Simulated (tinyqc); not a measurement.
Worked calculation: RKS/exchange-only LDA in the sto-3g basis, for H6, spin multiplicity 1. One step of it, computed by the program tinyqc.

Problem. Iteration 2: building the Kohn-Sham matrix. J_ij = sum D_kl (ij|kl); F = H + J + V_xc; E = tr D H + tr D J / 2 + E_xc + E_nn.

D after iteration 1, order 1H 1s, 2H 1s, 3H 1s, 4H 1s, 5H 1s, 6H 1s:
$$\begin{pmatrix}
0.054678 & 0.289030 & 0.001959 & -0.103821 & 0.062082 & 0.018042 \\
0.289030 & 1.579258 & 0.223225 & -0.434189 & 0.170063 & 0.061751 \\
0.001959 & 0.223225 & 0.926339 & 0.617184 & -0.435938 & -0.103810 \\
-0.103821 & -0.434189 & 0.617184 & 0.924742 & 0.224980 & 0.002337 \\
0.062082 & 0.170063 & -0.435938 & 0.224980 & 1.579041 & 0.287841 \\
0.018042 & 0.061751 & -0.103810 & 0.002337 & 0.287841 & 0.054235
\end{pmatrix}$$

core Hamiltonian H = T + V (hartree), order 1H 1s, 2H 1s, 3H 1s, 4H 1s, 5H 1s, 6H 1s:
$$\begin{pmatrix}
-1.294730 & -0.577319 & -0.028439 & -0.001187 & -0.000004 & 0.000000 \\
-0.577319 & -1.507802 & -0.313410 & -0.029390 & -0.000353 & -0.000004 \\
-0.028439 & -0.313410 & -1.602597 & -0.636313 & -0.029454 & -0.001187 \\
-0.001187 & -0.029390 & -0.636313 & -1.602704 & -0.313919 & -0.028439 \\
-0.000004 & -0.000353 & -0.029454 & -0.313919 & -1.507753 & -0.576482 \\
0.000000 & -0.000004 & -0.001187 & -0.028439 & -0.576482 & -1.294440
\end{pmatrix}$$

Two-electron integrals (ij|kl) in chemists' order, unique and non-zero (hartree):
```
(11|11) 0.774606   (21|11) 0.178029   (21|21) 0.059313   (22|11) 0.379740
(22|21) 0.178029   (22|22) 0.774606   (31|11) 0.004524   (31|21) 0.001840
(31|22) 0.007079   (31|31) 0.000080   (32|11) 0.039393   (32|21) 0.017744
(32|22) 0.080432   (32|31) 0.000976   (32|32) 0.014187   (33|11) 0.167881
(33|21) 0.068766   (33|22) 0.291310   (33|31) 0.004524   (33|32) 0.080432
(33|33) 0.774606   (41|11) 0.000111   (41|21) 0.000048   (41|22) 0.000208
(41|31) 2.60e-06   (41|32) 0.000037   (41|33) 0.000208   (41|41) 9.83e-08
(42|11) 0.002451   (42|21) 0.001039   (42|22) 0.004524   (42|31) 0.000062
(42|32) 0.000976   (42|33) 0.007079   (42|41) 2.60e-06   (42|42) 0.000080
(43|11) 0.044206   (43|21) 0.017256   (43|22) 0.068766   (43|31) 0.001039
(43|32) 0.017744   (43|33) 0.178029   (43|41) 0.000048   (43|42) 0.001840
(43|43) 0.059313   (44|11) 0.117595   (44|21) 0.044206   (44|22) 0.167881
(44|31) 0.002451   (44|32) 0.039393   (44|33) 0.379740   (44|41) 0.000111
(44|42) 0.004524   (44|43) 0.178029   (44|44) 0.774606   (51|11) 2.09e-07
(51|21) 8.54e-08   (51|22) 3.58e-07   (51|31) 5.23e-09   (51|32) 8.56e-08
(51|33) 6.90e-07   (51|42) 7.45e-09   (51|43) 1.83e-07   (51|44) 4.49e-07
(52|11) 0.000017   (52|21) 0.000007   (52|22) 0.000027   (52|31) 3.95e-07
(52|32) 0.000007   (52|33) 0.000060   (52|41) 1.79e-08   (52|42) 6.55e-07
(52|43) 0.000020   (52|44) 0.000060   (52|52) 7.00e-09   (53|11) 0.001493
(53|21) 0.000559   (53|22) 0.002111   (53|31) 0.000031   (53|32) 0.000488
(53|33) 0.004535   (53|41) 1.37e-06   (53|42) 0.000052   (53|43) 0.001844
(53|44) 0.007095   (53|51) 5.24e-09   (53|52) 6.57e-07   (53|53) 0.000080
(54|11) 0.016083   (54|21) 0.005871   (54|22) 0.021518   (54|31) 0.000306
(54|32) 0.004616   (54|33) 0.039462   (54|41) 0.000013   (54|42) 0.000488
(54|43) 0.017776   (54|44) 0.080579   (54|51) 4.86e-08   (54|52) 0.000007
(54|53) 0.000980   (54|54) 0.014234   (55|11) 0.083956   (55|21) 0.029948
(55|22) 0.106797   (55|31) 0.001490   (55|32) 0.021488   (55|33) 0.167935
(55|41) 0.000061   (55|42) 0.002106   (55|43) 0.068794   (55|44) 0.291464
(55|51) 2.09e-07   (55|52) 0.000027   (55|53) 0.004535   (55|54) 0.080579
(55|55) 0.774606   (62|11) 1.46e-07   (62|21) 5.48e-08   (62|22) 2.08e-07
(62|32) 4.84e-08   (62|33) 4.47e-07   (62|42) 5.21e-09   (62|43) 1.82e-07
(62|44) 6.87e-07   (62|53) 7.43e-09   (62|54) 8.54e-08   (62|55) 3.57e-07
(63|11) 0.000046   (63|21) 0.000017   (63|22) 0.000061   (63|31) 8.68e-07
(63|32) 0.000013   (63|33) 0.000111   (63|41) 3.70e-08   (63|42) 1.36e-06
(63|43) 0.000048   (63|44) 0.000208   (63|52) 1.79e-08   (63|53) 2.60e-06
(63|54) 0.000037   (63|55) 0.000208   (63|63) 9.83e-08   (64|11) 0.001155
(64|21) 0.000415   (64|22) 0.001490   (64|31) 0.000021   (64|32) 0.000305
(64|33) 0.002451   (64|41) 8.68e-07   (64|42) 0.000031   (64|43) 0.001039
(64|44) 0.004524   (64|52) 3.95e-07   (64|53) 0.000062   (64|54) 0.000978
(64|55) 0.007080   (64|62) 5.21e-09   (64|63) 2.60e-06   (64|64) 0.000080
(65|11) 0.024104   (65|21) 0.008499   (65|22) 0.029905   (65|31) 0.000414
(65|32) 0.005854   (65|33) 0.044152   (65|41) 0.000017   (65|42) 0.000557
(65|43) 0.017235   (65|44) 0.068687   (65|51) 5.50e-08   (65|52) 0.000007
(65|53) 0.001040   (65|54) 0.017747   (65|55) 0.177733   (65|62) 8.50e-08
(65|63) 0.000048   (65|64) 0.001838   (65|65) 0.059137   (66|11) 0.069155
(66|21) 0.024135   (66|22) 0.083943   (66|31) 0.001155   (66|32) 0.016057
(66|33) 0.117595   (66|41) 0.000046   (66|42) 0.001490   (66|43) 0.044206
(66|44) 0.167881   (66|51) 1.46e-07   (66|52) 0.000017   (66|53) 0.002456
(66|54) 0.039444   (66|55) 0.379500   (66|62) 2.08e-07   (66|63) 0.000111
(66|64) 0.004524   (66|65) 0.177733   (66|66) 0.774606
```

nuclear repulsion = 3.01487609 hartree

V_xc (hartree), order 1H 1s, 2H 1s, 3H 1s, 4H 1s, 5H 1s, 6H 1s:
$$\begin{pmatrix}
-0.202470 & -0.090448 & -0.003582 & -0.000116 & 0.000000 & 0.000000 \\
-0.090448 & -0.423661 & -0.049056 & -0.003589 & -0.000033 & 0.000000 \\
-0.003582 & -0.049056 & -0.380058 & -0.106455 & -0.003598 & -0.000116 \\
-0.000116 & -0.003589 & -0.106455 & -0.379937 & -0.049142 & -0.003581 \\
0.000000 & -0.000033 & -0.003598 & -0.049142 & -0.423617 & -0.090239 \\
0.000000 & 0.000000 & -0.000116 & -0.003581 & -0.090239 & -0.202043
\end{pmatrix}$$

E_xc = sum of w rho eps_xc = -1.75260374 hartree

Give: Coulomb J; Kohn-Sham matrix F; total energy of this density.

Solution.

Coulomb J (hartree), order 1H 1s, 2H 1s, 3H 1s, 4H 1s, 5H 1s, 6H 1s:
$$\begin{pmatrix}
1.235 & 0.514 & 0.023 & 0.001 & 0.000 & 0.000 \\
0.514 & 2.087 & 0.318 & 0.025 & 0.000 & 0.000 \\
0.023 & 0.318 & 2.138 & 0.657 & 0.025 & 0.001 \\
0.001 & 0.025 & 0.657 & 2.138 & 0.318 & 0.023 \\
0.000 & 0.000 & 0.025 & 0.318 & 2.087 & 0.513 \\
0.000 & 0.000 & 0.001 & 0.023 & 0.513 & 1.234
\end{pmatrix}$$

Kohn-Sham matrix F (hartree), order 1H 1s, 2H 1s, 3H 1s, 4H 1s, 5H 1s, 6H 1s:
$$\begin{pmatrix}
-0.262 & -0.154 & -0.009 & 0.000 & 0.000 & 0.000 \\
-0.154 & 0.156 & -0.045 & -0.008 & 0.000 & 0.000 \\
-0.009 & -0.045 & 0.155 & -0.085 & -0.008 & 0.000 \\
0.000 & -0.008 & -0.085 & 0.155 & -0.045 & -0.009 \\
0.000 & 0.000 & -0.008 & -0.045 & 0.155 & -0.154 \\
0.000 & 0.000 & 0.000 & -0.009 & -0.154 & -0.262
\end{pmatrix}$$

total energy of this density = -2.12459 hartree
